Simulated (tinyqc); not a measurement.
Comparisons within one model: donor near an oxide interface in a gate field (two-state model). A value that a table varies takes the place of the one given here.

Interface at z = 0 (hard wall), donor at z = d, field F pulling electrons to the interface: potential e F z; 1 kV/cm = 1e-5 eV/angstrom, c = hbar^2/2m0, q = e^2/(4 pi eps0), Q = (eps - eo)/(eps + eo). Donor state: E_D = e F d - ED - q Q/(4 eps d), the last term joining the images of ion and electron. Interface state: z exp(-b z/2) exp(-rho^2/(2 L^2)) with E_z = c b^2/(4 mz) + 3 e F/b + q Q b/(8 eps), minimised over b; in the plane at z = 3/b the ion (distance D = d - 3/b) and its image (D' = d + 3/b) give E_rho = c/(mt L^2) - (q/eps)(sqrt(pi)/L)[erfcx(D/L) + Q erfcx(D'/L)], erfcx(x) = exp(x^2) erfc(x), minimised over L. E_I = E_z + E_rho.

The two states couple by t = t0 exp(-D/aD) with t0 = q/(eps aD) (2 aD/L) sqrt(aD b/2) v, v a valley factor; this form is an estimate. With detuning u = E_D - E_I the splitting is sqrt(u^2 + 4 t^2) and the lower state has weight (1 - u/sqrt(u^2 + 4 t^2))/2 on the donor.

Constants: hbar^2/2m0 = 3.80998211 eV angstrom^2; e^2/(4 pi eps0) = 14.39964547 eV angstrom.

Inputs chosen for the exercise (near those of a donor in Si below SiO2, static dielectric constants; shifted at random, so the results belong to these values and not to a real crystal):

| symbol | value | unit | meaning |
|---|---|---|---|
| d | 90 | angstrom | depth of the donor |
| ED | 54.1 | meV | bulk binding energy |
| mz | 0.918 | m0 | mass across the interface |
| mt | 0.19 | m0 | mass in the plane |
| eps | 11.4 |  | dielectric constant of the semiconductor |
| eo | 3.9 |  | dielectric constant of the oxide |
| aD | 17.8 | angstrom | donor radius |
| v | 0.54 |  | valley factor |
| Fl | (81.793, 91.557, 95.462, 97.415, 99.368, 103.273, 113.037) | kV/cm | fields |
| dl | (60, 80, 105, 135, 170, 215, 270) | angstrom | depths |

## Sweeping the field

Both levels, the splitting, the donor weight and the mean depth w d + (1 - w) 3/b.

Results:

| F (kV/cm) | E_D (meV) | E_I (meV) | splitting (meV) | donor weight | mean depth (angstrom) |
|---|---|---|---|---|---|
| 81.793 | 17.794 | 26.841 | 9.14 | 0.995 | 89.7 |
| 91.557 | 26.581 | 30.018 | 3.64 | 0.971 | 88.3 |
| 95.462 | 30.096 | 31.247 | 1.65 | 0.848 | 80.9 |
| 97.415 | 31.854 | 31.854 | 1.18 | 0.500 | 59.9 |
| 99.368 | 33.611 | 32.455 | 1.64 | 0.148 | 38.5 |
| 103.273 | 37.126 | 33.644 | 3.66 | 0.025 | 30.6 |
| 113.037 | 45.913 | 36.537 | 9.44 | 0.003 | 28.4 |

How do the results move?

E_D rises by 0.90 and E_I by 0.31 meV per kV/cm, so they cross once, near 97.4 kV/cm, where the splitting is 2t = 1.18 meV. The donor weight passes from 0.85 to 0.15 while the detuning goes from -2t to 2t, a window of 4 kV/cm or 4.1 % of the field; across the table the charge moves by 61 angstrom.

## Depth of the donor

Critical field, and the coupling, E_rho and L at that field.

Results:

| d (angstrom) | critical field (kV/cm) | e F d/ED | t (meV) | E_rho (meV) | L (angstrom) |
|---|---|---|---|---|---|
| 60 | 168.3 | 1.867 | 3.4 | -21.95 | 56 |
| 80 | 113.6 | 1.680 | 1.1 | -17.16 | 68 |
| 105 | 80.0 | 1.554 | 0.25 | -13.52 | 83 |
| 135 | 58.7 | 1.464 | 0.045 | -10.81 | 99 |
| 170 | 44.5 | 1.399 | 0.0064 | -8.78 | 116 |
| 215 | 33.8 | 1.344 | 0.00052 | -7.09 | 137 |
| 270 | 26.0 | 1.299 | 2.5e-05 | -5.76 | 161 |

What does this show?

The critical field falls from 168 to 26 kV/cm, with exponent -1.24 in d, while t drops by a factor 1.4e+05, about e for each 18 angstrom at the end (aD = 17.8). One lattice plane (1.36 angstrom) of misplacement changes t by 7 % and the critical field by about 1.6 % at 105 angstrom.

## What each parameter does

Critical field (E_D = E_I), and t and L there. Each row changes one parameter from the base and keeps the others.

Results:

| case | critical field (kV/cm) | t (meV) | L (angstrom) |
|---|---|---|---|
| base | 97.4 | 0.589 | 74.3 |
| d = 80 angstrom | 113.6 | 1.05 | 68.5 |
| ED = 60.1 meV | 107.5 | 0.561 | 74.9 |
| aD = 19.6 angstrom | 97.4 | 0.843 | 74.3 |
| mz = 0.78 m0 | 100.3 | 0.617 | 73.8 |
| mt = 0.218 m0 | 96.6 | 0.625 | 70.2 |
| eo = 5.8 | 94.7 | 0.559 | 76.2 |
| eps = 12.1 | 98.7 | 0.538 | 76.1 |

What can be read from the table?

The largest shifts from the base row, up to three for each result and ties (the steps differ in size, so this ranks the rows, not the parameters). critical field (kV/cm): d +16.2, ED +10.1, mz +2.8; unchanged at the printed digits by aD. t (meV): d +0.463, aD +0.254, eps -0.0508. L (angstrom): d -5.8, mt -4.1, eo +1.9; unchanged at the printed digits by aD.

tinyqc: `OMP_NUM_THREADS=1 python tinyqc.py 1281230 1281231 out.jsonl`; about 0.07 s, one thread, shared Intel(R) Xeon(R) Processor @ 2.30GHz.
